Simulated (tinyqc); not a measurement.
What the s* orbital does: sp3s* tight binding.

sp3s* tight binding, nearest neighbours only: anion (a) at 0, cation (c) at a/4 (1,1,1), orbitals s, px, py, pz, s* on each; k in units of 2 pi/a. With phases e_j = exp(i (pi/2) k.n_j) for n = (1,1,1), (1,-1,-1), (-1,1,-1), (-1,-1,1): g0 = (e1+e2+e3+e4)/4, g1 = (e1+e2-e3-e4)/4, g2 = (e1-e2+e3-e4)/4, g3 = (e1-e2-e3+e4)/4. The diagonal holds the levels Esa, Epa, Exa (s*) and Esc, Epc, Exc. Anion-cation block: <sa|sc> = Vss g0; <sa|xc> = Vsapc g1; <xa|sc> = -Vscpa g1; <xa|xc> = Vxx g0; <xa|yc> = <ya|xc> = Vxy g3, <xa|zc> = <za|xc> = Vxy g2, <ya|zc> = <za|yc> = Vxy g1; <s*a|xc> = Vxapc g1; <xa|s*c> = -Vpaxc g1; y and z take g2 and g3 in place of g1; s-s* and s*-s* vanish.

Parameters, chosen for this exercise (near a published set for GaAs, fitted to gaps, whose masses and valley positions are rough; shifted at random, so the results belong to these values and not to a real crystal):

| symbol | value | unit | meaning |
|---|---|---|---|
| Esa | -8.303 | eV | s level of the anion |
| Epa | 1.038 | eV | p level of the anion |
| Esc | -2.641 | eV | s level of the cation |
| Epc | 3.632 | eV | p level of the cation |
| Exa | 8.504 | eV | s* level of the anion |
| Exc | 6.782 | eV | s* level of the cation |
| Vss | -6.398 | eV | s-s |
| Vxx | 1.948 | eV | px-px |
| Vxy | 5.033 | eV | px-py |
| Vsapc | 4.544 | eV | s anion, p cation |
| Vscpa | 5.714 | eV | s cation, p anion |
| Vxapc | 4.879 | eV | s* anion, p cation |
| Vpaxc | 4.762 | eV | p anion, s* cation |

The s* couplings Vxapc and Vpaxc are scaled by f; f = 0 is the plain sp3 model. Gaps from the top of the valence band at Gamma; the Delta value is the minimum on (x,0,0), 0.5 <= x <= 1.

Gaps (eV):

| f | Gamma | Delta | L | x of the minimum |
|---|---|---|---|---|
| 0.00 | 1.5296 | 4.0396 | 2.9072 | 0.500 |
| 0.25 | 1.5296 | 3.9192 | 2.7979 | 0.500 |
| 0.50 | 1.5296 | 3.6145 | 2.5097 | 0.500 |
| 0.75 | 1.5296 | 3.0215 | 2.1197 | 1.000 |
| 0.90 | 1.5296 | 2.4066 | 1.8631 | 1.000 |
| 1.00 | 1.5296 | 1.9917 | 1.6879 | 1.000 |
| 1.10 | 1.5296 | 1.5749 | 1.5108 | 1.000 |

How do the results move, and what explains it?

The gap at Gamma stays, since g1 to g3 vanish there. From f = 0 to 1 the s* levels lower the Delta value by 2.048 eV and L by 1.219 eV. For f = 0, 0.25 and 0.5 the least value lies at x = 0.5, the end of the range: any valley further out lies above that value until s* has lowered it enough. The lowest of the three is Gamma at both f = 0 and f = 1.

(tinyqc, `OMP_NUM_THREADS=1 python tinyqc.py 1450148 1450149 out.jsonl`, Intel(R) Xeon(R) Processor @ 2.30GHz, 1 thread, shared host, about 0.1 s.)
